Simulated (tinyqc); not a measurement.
Bandgap voltage reference from two bipolar transistors: effect of the output resistor at T0.

Two transistors of area 1 and N carry the same current I. Is(T) = Is (T/T0)^eta exp[(Vg0 q/kB)(1/T0 - 1/T)], VBE1 = Vt ln(I/Is(T)) + I rb, VBE2 = Vt ln(I/(N Is(T))) + I rb/N. The amplifier forces I R1(T) = VBE1 - VBE2 + Vos, with R(T) = R (1 + tc (T - T0)) for both resistors, and the output is Vref = VBE1 + I R2(T). Base currents and the Early effect are neglected.

Vt = kB T/q; I = (Vt ln N + Vos)/(R1(T) - rb (1 - 1/N)). Box coefficient: span of Vref between 233 and 398 K over its average over T and over 165 K. The last column is the R2 that gives zero slope at T0.

Parameters, values chosen for the exercise; values of the order met in silicon bipolar transistors:

| symbol | value | unit | meaning |
|---|---|---|---|
| T0 | 298 | K | reference temperature |
| Vg0 | 1.192 | V | band-gap voltage extrapolated to 0 K |
| eta | 4 |  | temperature exponent of the saturation current |
| Is | 1.5e-17 | A | saturation current of the unit transistor at T0 |
| N | 4 |  | area ratio of the second transistor |
| R1 | 3.5 | kohm | resistor across which the difference of VBE falls, at T0 |
| tc | 0 | ppm/K | temperature coefficient of both resistors |
| Vos | 0 | mV | offset of the amplifier |
| rb | 44 | ohm | series resistance of the unit transistor |

Constants: q = 1.602176634e-19 C, kB = 1.380649e-23 J/K. Results are converted to the units shown.

Effect of the output resistor at T0:
```
R2 (kohm)	I at T0 (uA)	Vref at T0 (V)	slope at T0 (uV/K)	box coefficient (ppm/K)	R2 for zero slope (kohm)
50.96	10.27	1.224	-152.7	134.8	55.39
52.62	10.27	1.241	-95.49	86.63	55.39
54.28	10.27	1.258	-38.29	41.28	55.39
55.39	10.27	1.269	-0.04677	18.76	55.39
56.5	10.27	1.280	38.20	25.33	55.39
58.16	10.27	1.297	95.40	64.45	55.39
59.82	10.27	1.315	152.6	107.0	55.39
```

As R2 goes from 50.96 to 59.82, Vref rises from 1.224 to 1.315 V and the box coefficient goes from 135 through a minimum of 18.8 (at R2 = 55.39 among the rows listed) to 107 ppm/K. One per cent in R2 moves the slope by 19.1 uV/K.

Program tinyqc, `OMP_NUM_THREADS=1 python tinyqc.py 2062090 2062091 out.jsonl`; Intel Xeon 2.30GHz, shared host, one thread, about 0.03 s.
